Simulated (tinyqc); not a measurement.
Worked calculation: UHF in the sto-3g basis, for BeH2, spin multiplicity 1. One step of it, computed by the program tinyqc.

Question. Iteration 1: building the Fock matrix. J_ij = sum D_kl (ij|kl) with D = D(alpha) + D(beta), K_ij = sum D_kl (ik|jl) for each spin; F = H + J - K(s); E = tr D H + tr D J / 2 - 0.5 sum_s tr D(s) K(s) + E_nn.

D(alpha) at the start:
```
            1Be 1s    1Be 2s   1Be 2px    1Be 2py    1Be 2pz      2H 1s      3H 1s
1Be 1s    0.991809  0.005540  0.000000   0.000000  -0.111304  -0.059125  -0.059125
1Be 2s    0.005540  0.142913  0.000000   0.000000   0.255274   0.107592   0.107592
1Be 2px   0.000000  0.000000  0.000000   0.000000   0.000000   0.000000   0.000000
1Be 2py   0.000000  0.000000  0.000000   0.361464   0.000000   0.203191  -0.203191
1Be 2pz  -0.111304  0.255274  0.000000   0.000000   0.470791   0.199920   0.199920
2H 1s    -0.059125  0.107592  0.000000   0.203191   0.199920   0.199262  -0.029179
3H 1s    -0.059125  0.107592  0.000000  -0.203191   0.199920  -0.029179   0.199262
```

D(beta) at the start:
```
            1Be 1s     1Be 2s   1Be 2px    1Be 2py    1Be 2pz      2H 1s      3H 1s
1Be 1s    1.007664  -0.037618  0.000000   0.000000   0.123818  -0.073241  -0.073241
1Be 2s   -0.037618   0.258410  0.000000   0.000000  -0.300226   0.149980   0.149980
1Be 2px   0.000000   0.000000  0.000000   0.000000   0.000000   0.000000   0.000000
1Be 2py   0.000000   0.000000  0.000000   0.361464   0.000000   0.203191  -0.203191
1Be 2pz   0.123818  -0.300226  0.000000   0.000000   0.355212  -0.178359  -0.178359
2H 1s    -0.073241   0.149980  0.000000   0.203191  -0.178359   0.203905  -0.024536
3H 1s    -0.073241   0.149980  0.000000  -0.203191  -0.178359  -0.024536   0.203905
```

core Hamiltonian H = T + V (hartree):
```
            1Be 1s     1Be 2s    1Be 2px    1Be 2py    1Be 2pz      2H 1s      3H 1s
1Be 1s   -8.636634  -2.131960   0.000000   0.000000  -0.003280  -0.534610  -0.534610
1Be 2s   -2.131960  -2.826319   0.000000   0.000000  -0.027676  -1.240528  -1.240528
1Be 2px   0.000000   0.000000  -2.283492   0.000000   0.000000   0.000000   0.000000
1Be 2py   0.000000   0.000000   0.000000  -2.506573   0.000000  -1.286641   1.286641
1Be 2pz  -0.003280  -0.027676   0.000000   0.000000  -2.285566  -0.127148  -0.127148
2H 1s    -0.534610  -1.240528   0.000000  -1.286641  -0.127148  -2.188347  -0.115648
3H 1s    -0.534610  -1.240528   0.000000   1.286641  -0.127148  -0.115648  -2.188347
```

Two-electron integrals (ij|kl) in chemists' order, unique and non-zero (hartree):
```
(11|11) 2.298831    (21|11) 0.392036    (21|21) 0.079539    (22|11) 0.570988
(22|21) 0.143041    (22|22) 0.417683    (31|31) 0.014607    (32|31) 0.021888
(32|32) 0.092265    (33|11) 0.569578    (33|21) 0.143083    (33|22) 0.417589
(33|33) 0.449859    (41|41) 0.014607    (42|41) 0.021888    (42|42) 0.092265
(43|43) 0.024249    (44|11) 0.569578    (44|21) 0.143083    (44|22) 0.417589
(44|33) 0.401360    (44|44) 0.449859    (51|51) 0.014607    (52|51) 0.021888
(52|52) 0.092265    (53|53) 0.024249    (54|54) 0.024249    (55|11) 0.569578
(55|21) 0.143083    (55|22) 0.417589    (55|33) 0.401360    (55|44) 0.401360
(55|55) 0.449859    (61|11) 0.096059    (61|21) 0.019474    (61|22) 0.035284
(61|33) 0.035028    (61|41) 0.001735    (61|42) 0.003248    (61|44) 0.035809
(61|51) 0.000167    (61|52) 0.000313    (61|54) 0.000075    (61|55) 0.035035
(61|61) 0.005006    (62|11) 0.216455    (62|21) 0.054930    (62|22) 0.172684
(62|33) 0.166339    (62|41) 0.007188    (62|42) 0.042633    (62|44) 0.185045
(62|51) 0.000693    (62|52) 0.004111    (62|54) 0.001804    (62|55) 0.166513
(62|61) 0.014866    (62|62) 0.103094    (63|31) 0.005252    (63|32) 0.024040
(63|43) 0.007544    (63|53) 0.000727    (63|63) 0.009966    (64|11) 0.225388
(64|21) 0.057931    (64|22) 0.191107    (64|33) 0.179793    (64|41) 0.011753
(64|42) 0.066544    (64|44) 0.213369    (64|51) 0.000627    (64|52) 0.004098
(64|54) 0.002510    (64|55) 0.179965    (64|61) 0.016453    (64|62) 0.130235
(64|64) 0.170762    (65|11) 0.021732    (65|21) 0.005586    (65|22) 0.018427
(65|33) 0.017336    (65|41) 0.000627    (65|42) 0.004098    (65|44) 0.019118
(65|51) 0.005312    (65|52) 0.024436    (65|54) 0.007716    (65|55) 0.018807
(65|61) 0.001586    (65|62) 0.012557    (65|64) 0.015504    (65|65) 0.011461
(66|11) 0.381634    (66|21) 0.098643    (66|22) 0.346026    (66|33) 0.320875
(66|41) 0.015756    (66|42) 0.118365    (66|44) 0.395361    (66|51) 0.001519
(66|52) 0.011413    (66|54) 0.007182    (66|55) 0.321568    (66|61) 0.027519
(66|62) 0.258201    (66|64) 0.347422    (66|65) 0.033499    (66|66) 0.774606
(71|11) 0.096059    (71|21) 0.019474    (71|22) 0.035284    (71|33) 0.035028
(71|41) -0.001735   (71|42) -0.003248   (71|44) 0.035809    (71|51) 0.000167
(71|52) 0.000313    (71|54) -0.000075   (71|55) 0.035035    (71|61) 0.004566
(71|62) 0.012553    (71|64) 0.012707    (71|65) 0.001348    (71|66) 0.022196
(71|71) 0.005006    (72|11) 0.216455    (72|21) 0.054930    (72|22) 0.172684
(72|33) 0.166339    (72|41) -0.007188   (72|42) -0.042633   (72|44) 0.185045
(72|51) 0.000693    (72|52) 0.004111    (72|54) -0.001804   (72|55) 0.166513
(72|61) 0.012553    (72|62) 0.055615    (72|64) 0.055626    (72|65) 0.006674
(72|66) 0.103453    (72|71) 0.014866    (72|72) 0.103094    (73|31) 0.005252
(73|32) 0.024040    (73|43) -0.007544   (73|53) 0.000727    (73|63) 0.004362
(73|73) 0.009966    (74|11) -0.225388   (74|21) -0.057931   (74|22) -0.191107
(74|33) -0.179793   (74|41) 0.011753    (74|42) 0.066544    (74|44) -0.213369
(74|51) -0.000627   (74|52) -0.004098   (74|54) 0.002510    (74|55) -0.179965
(74|61) -0.012707   (74|62) -0.055626   (74|64) -0.053102   (74|65) -0.006568
(74|66) -0.101578   (74|71) -0.016453   (74|72) -0.130235   (74|74) 0.170762
(75|11) 0.021732    (75|21) 0.005586    (75|22) 0.018427    (75|33) 0.017336
(75|41) -0.000627   (75|42) -0.004098   (75|44) 0.019118    (75|51) 0.005312
(75|52) 0.024436    (75|54) -0.007716   (75|55) 0.018807    (75|61) 0.001348
(75|62) 0.006674    (75|64) 0.006568    (75|65) 0.005144    (75|66) 0.012725
(75|71) 0.001586    (75|72) 0.012557    (75|74) -0.015504   (75|75) 0.011461
(76|11) 0.019602    (76|21) 0.004850    (76|22) 0.013690    (76|33) 0.013462
(76|44) 0.014102    (76|51) 0.000120    (76|52) 0.000574    (76|55) 0.013498
(76|61) 0.001203    (76|62) 0.005836    (76|64) 0.006561    (76|65) 0.000776
(76|66) 0.012045    (76|71) 0.001203    (76|72) 0.005836    (76|74) -0.006561
(76|75) 0.000776    (76|76) 0.000460    (77|11) 0.381634    (77|21) 0.098643
(77|22) 0.346026    (77|33) 0.320875    (77|41) -0.015756   (77|42) -0.118365
(77|44) 0.395361    (77|51) 0.001519    (77|52) 0.011413    (77|54) -0.007182
(77|55) 0.321568    (77|61) 0.022196    (77|62) 0.103453    (77|64) 0.101578
(77|65) 0.012725    (77|66) 0.193237    (77|71) 0.027519    (77|72) 0.258201
(77|74) -0.347422   (77|75) 0.033499    (77|76) 0.012045    (77|77) 0.774606
```

nuclear repulsion = 3.27133930 hartree

Give: Coulomb J; exchange K(alpha); exchange K(beta); F(alpha); F(beta); total energy of this density.

Answer.

Coulomb J (hartree):
```
         1Be 1s  1Be 2s  1Be 2px  1Be 2py  1Be 2pz   2H 1s    3H 1s
1Be 1s   6.5287  1.2777   0.0000   0.0000   0.0017  0.3151   0.3151
1Be 2s   1.2777  2.6960   0.0000   0.0000   0.0142  1.1411   1.1411
1Be 2px  0.0000  0.0000   2.6228   0.0000   0.0000  0.0000   0.0000
1Be 2py  0.0000  0.0000   0.0000   2.7915   0.0000  1.2774  -1.2774
1Be 2pz  0.0017  0.0142   0.0000   0.0000   2.6640  0.1241   0.1241
2H 1s    0.3151  1.1411   0.0000   1.2774   0.1241  2.3750   0.0914
3H 1s    0.3151  1.1411   0.0000  -1.2774   0.1241  0.0914   2.3750
```

exchange K(alpha) (hartree):
```
          1Be 1s  1Be 2s  1Be 2px  1Be 2py  1Be 2pz    2H 1s    3H 1s
1Be 1s    2.2968  0.4324   0.0000   0.0000  -0.0073   0.1101   0.1101
1Be 2s    0.4324  0.3541   0.0000   0.0000   0.1993   0.2281   0.2281
1Be 2px   0.0000  0.0000   0.0676   0.0000   0.0000   0.0000   0.0000
1Be 2py   0.0000  0.0000   0.0000   0.4744   0.0000   0.3065  -0.3065
1Be 2pz  -0.0073  0.1993   0.0000   0.0000   0.2833   0.1379   0.1379
2H 1s     0.1101  0.2281   0.0000   0.3065   0.1379   0.4524  -0.0144
3H 1s     0.1101  0.2281   0.0000  -0.3065   0.1379  -0.0144   0.4524
```

exchange K(beta) (hartree):
```
         1Be 1s   1Be 2s  1Be 2px  1Be 2py  1Be 2pz    2H 1s    3H 1s
1Be 1s   2.3046   0.4250   0.0000   0.0000   0.0078   0.1071   0.1071
1Be 2s   0.4250   0.4020   0.0000   0.0000  -0.1877   0.2405   0.2405
1Be 2px  0.0000   0.0000   0.0766   0.0000   0.0000   0.0000   0.0000
1Be 2py  0.0000   0.0000   0.0000   0.4885   0.0000   0.3100  -0.3100
1Be 2pz  0.0078  -0.1877   0.0000   0.0000   0.2159  -0.0920  -0.0920
2H 1s    0.1071   0.2405   0.0000   0.3100  -0.0920   0.4479  -0.0169
3H 1s    0.1071   0.2405   0.0000  -0.3100  -0.0920  -0.0169   0.4479
```

F(alpha) (hartree):
```
          1Be 1s   1Be 2s  1Be 2px  1Be 2py  1Be 2pz    2H 1s    3H 1s
1Be 1s   -4.4047  -1.2867   0.0000   0.0000   0.0057  -0.3296  -0.3296
1Be 2s   -1.2867  -0.4844   0.0000   0.0000  -0.2127  -0.3275  -0.3275
1Be 2px   0.0000   0.0000   0.2717   0.0000   0.0000   0.0000   0.0000
1Be 2py   0.0000   0.0000   0.0000  -0.1895   0.0000  -0.3158   0.3158
1Be 2pz   0.0057  -0.2127   0.0000   0.0000   0.0951  -0.1409  -0.1409
2H 1s    -0.3296  -0.3275   0.0000  -0.3158  -0.1409  -0.2657  -0.0098
3H 1s    -0.3296  -0.3275   0.0000   0.3158  -0.1409  -0.0098  -0.2657
```

F(beta) (hartree):
```
          1Be 1s   1Be 2s  1Be 2px  1Be 2py  1Be 2pz    2H 1s    3H 1s
1Be 1s   -4.4126  -1.2793   0.0000   0.0000  -0.0094  -0.3266  -0.3266
1Be 2s   -1.2793  -0.5323   0.0000   0.0000   0.1743  -0.3399  -0.3399
1Be 2px   0.0000   0.0000   0.2627   0.0000   0.0000   0.0000   0.0000
1Be 2py   0.0000   0.0000   0.0000  -0.2036   0.0000  -0.3192   0.3192
1Be 2pz  -0.0094   0.1743   0.0000   0.0000   0.1626   0.0890   0.0890
2H 1s    -0.3266  -0.3399   0.0000  -0.3192   0.0890  -0.2613  -0.0073
3H 1s    -0.3266  -0.3399   0.0000   0.3192   0.0890  -0.0073  -0.2613
```

total energy of this density = -15.270944 hartree

This density is the starting one.
